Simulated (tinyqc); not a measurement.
# From oxide thickness x back to initial oxide x_i

Model: Deal-Grove kinetics of thermal oxidation of silicon. Computed by tinyqc, a small Python program. Command: `OMP_NUM_THREADS=1 python tinyqc.py 3015040 3015041 out.jsonl oxide inv`. One thread of a shared host (Intel(R) Xeon(R) Processor @ 2.30GHz), about 0.3 s of CPU time with the checks.

Oxidant diffuses through the oxide and reacts at the interface, so that dx/dt = B/(A + 2x) for the oxide thickness x.

Inputs (values chosen for the exercise, close to those used for silicon):

| quantity | value | unit |
|---|---|---|
| prefactor B0 | 388 | um^2/h |
| activation energy E_B | 0.784 | eV |
| prefactor (B/A)0 | 9.91e+07 | um/h |
| activation energy E_A | 2.05 | eV |
| temperature T | 850 | C |
| oxidant pressure p | 1 | atm |
| pressure exponent m of B/A | 1 | - |
| time t | 0.13 | h |

Ambient: steam. Surface: (100).

Constants: k_B = 8.617333262e-05 eV/K.

Method:
- B = B0 p exp(-E_B/(k_B T)), B/A = (B/A)0 p^m exp(-E_A/(k_B T)), p in atm; A = B/(B/A).
- Temperatures in kelvin are T(C) + 273.15.
- tau = (x_i^2 + A x_i)/B and x = (A/2) [sqrt(1 + 4 B (t + tau)/A^2) - 1], the root of x^2 + A x = B (t + tau).
- Silicon consumed is 0.44 times the oxide grown; the rate is B/(A + 2x).

Problem. A run gave the result below. Find the initial oxide x_i, known to lie between 0.0043 and 0.0076 um.

oxide thickness x = 0.01353786 um

Solution.

Each step takes the trial c = (a f_b - b f_a)/(f_b - f_a), f being the result less the target and a, b, c the logarithms of the listed values; c replaces end b, the old b replaces a if the sign of f changed, and otherwise f_a is halved.

Scan of the range:

| initial oxide x_i (um) | oxide thickness x (um) |
|---|---|
| 0.00430 | 0.0123808 |
| 0.00473 | 0.0128071 |
| 0.00520 | 0.0132731 |
| 0.00572 | 0.0137887 |
| 0.00629 | 0.0143539 |
| 0.00691 | 0.0149686 |
| 0.00760 | 0.0156528 |

False position (Illinois rule, in the logarithm of the input) inside the bracket:

| step | end a | end b | trial | oxide thickness x (um) |
|---|---|---|---|---|
| 1 | 0.00520000 | 0.00572000 | 0.00546081 | 0.0135317 |
| 2 | 0.00572000 | 0.00546081 | 0.00546686 | 0.0135377 |
| 3 | 0.00572000 | 0.00546686 | 0.00546713 | 0.0135380 |
| 4 | 0.00546686 | 0.00546713 | 0.00546700 | 0.0135379 |

Oxide thickness x rises at every point of a 13-point scan of the range (every second point is shown), so one value fits; it is bracketed by 0.00520 and 0.00572. Answer: initial oxide x_i = 0.005467 um.
